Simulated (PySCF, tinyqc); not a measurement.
Starting guesses with plain Roothaan steps: SCF starting guesses in the sto-6g basis, for B+, spin multiplicity 1. Computed by the program tinyqc with PySCF. 

Geometry (angstrom):
```
atom       x       y       z
B     0.0000  0.0000  0.0000
```

lowest restricted solution found by these runs and by PySCF = -24.190562 hartree

RHF with one setting changed at a time; a run stops when the energy changes by less than 1e-09 hartree and the error matrix is below 1e-5. Starts: the lowest orbitals of the core Hamiltonian, of the Wolfsberg-Helmholz matrix (K = 1.75), projected atomic densities, random orbitals, and the highest orbitals of the core Hamiltonian (a deliberately bad start).

Largest element of the error matrix X^T (FDS - SDF) X:
```
iteration     core  Wolfsberg-Helmholz  atomic densities   random  highest core orbitals
1          3.6e-15             3.0e-01           1.4e-02  4.4e+00                0.0e+00
2          2.8e-15             2.2e-02           2.8e-15  5.2e-01                4.7e-01
3                -             1.6e-03           2.8e-15  1.9e-01                3.6e-02
4                -             1.2e-04                 -  6.7e-02                2.6e-03
5                -             8.8e-06                 -  2.0e-02                1.9e-04
6                -             6.5e-07                 -  6.3e-03                1.4e-05
8                -                   -                 -  6.1e-04                      -
10               -                   -                 -  6.0e-05                      -
```

How each run ends:
```
run                    iterations  E (hartree)         state
core                            2   -24.190562  lowest found
Wolfsberg-Helmholz              6   -23.699309        higher
atomic densities                3   -24.190562  lowest found
random                         12   -24.190562  lowest found
highest core orbitals           7   -23.699309        higher
```

3 of 5 runs reach the lowest restricted solution found, in 2 to 12 iterations (fastest: core). Ending on a higher stationary point: Wolfsberg-Helmholz, highest core orbitals; a small error matrix cannot reveal that, and an occupation fixed by the start is kept by symmetry or by the shape of the basin. The first errors are 4e-15, 3e-01, 1e-02, 4e+00, 0e+00; the deliberately bad start has the smallest one, so a small first error does not mark a good start. The restricted reference is unstable here: a spin-polarised solution lies 0.0000 hartree lower (PySCF), so results built on it describe a poor reference.
